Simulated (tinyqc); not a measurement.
Inside a calculation. Method: CIS on RHF in the 3-21g basis, for H2, spin multiplicity 1. One step of it, computed by the program tinyqc.

Task: CIS matrix, triplets. A(ia,jb) = (e_a - e_i) d_ij d_ab - (ij|ab).

orbital energies (hartree): MO1 -0.549257, MO2 0.219048, MO3 1.006224, MO4 1.373700

Two-electron integrals over orbitals (pq|rs), unique and non-zero (hartree):
```
p,q,r,s,(pq|rs)
1,1,1,1,0.603471
2,1,2,1,0.104743
2,2,1,1,0.457958
2,2,2,2,0.417461
3,1,1,1,0.145328
3,1,2,2,0.065755
3,1,3,1,0.102919
3,2,2,1,0.000671
3,2,3,2,0.035675
3,3,1,1,0.540476
3,3,2,2,0.420074
3,3,3,1,0.128490
3,3,3,3,0.507696
4,1,2,1,-0.080550
4,1,3,2,-0.042989
4,1,4,1,0.116060
4,2,1,1,-0.139456
4,2,2,2,-0.068329
4,2,3,1,-0.081573
4,2,3,3,-0.119228
4,2,4,2,0.079774
4,3,2,1,-0.115129
4,3,3,2,-0.028020
4,3,4,1,0.127949
4,3,4,3,0.170085
4,4,1,1,0.613619
4,4,2,2,0.470169
4,4,3,1,0.184829
4,4,3,3,0.572240
4,4,4,2,-0.168107
4,4,4,4,0.687490
```

Give: CIS matrix A, triplet.

Result:

CIS matrix A, triplet (hartree), lower triangle:
```
,1>2,1>3,1>4
1>2,0.310
1>3,0.000,1.015
1>4,0.139,0.000,1.309
```
